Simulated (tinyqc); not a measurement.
Spin coating of a resist or spin-on film: centrifugal thinning, evaporation and the final thickness (Emslie and Meyerhofer models): one step, computed by the program tinyqc. Command: `OMP_NUM_THREADS=1 python tinyqc.py 3110026 3110027 out.jsonl spincoat walk`. One thread of a shared host (Intel(R) Xeon(R) Processor @ 2.30GHz), about 0.08 s of CPU time with the checks.

A Newtonian film stays uniform over the wafer; solvent and solids have the same density and the concentration is uniform through the thickness.

Question. First explicit step of the full model. omega = 2 pi f/60; nu(c) = nu_s + k c^gamma; evaporation rate e = e0 sqrt(f/1000 rpm). Solids s and liquid l per area start at s = c0 h0, l = (1 - c0) h0. With h = h0 and c = c0: Q = K h^3, K = 2 omega^2/(3 nu); one Euler step of length dt = 0.01 h0/Q for s and l, ds/dt = -c Q, dl/dt = -(1 - c) Q - e.

Inputs (values chosen for the exercise, of the order of those of a polymer resist in an ester solvent): solids volume fraction c0 = 0.11; starting thickness h0 = 200 micrometre.

flow constant K = 0.01356974 1/(micrometre^2 s)

evaporation rate e = 0.5798276 micrometre/s

Give: Q; dt; s; l; Q/e at the start.

Answer.

Q = 1.086e+05 micrometre/s

dt = 1.842e-05 s

s = 21.78 micrometre

l = 176.2 micrometre

Q/e at the start = 1.872e+05
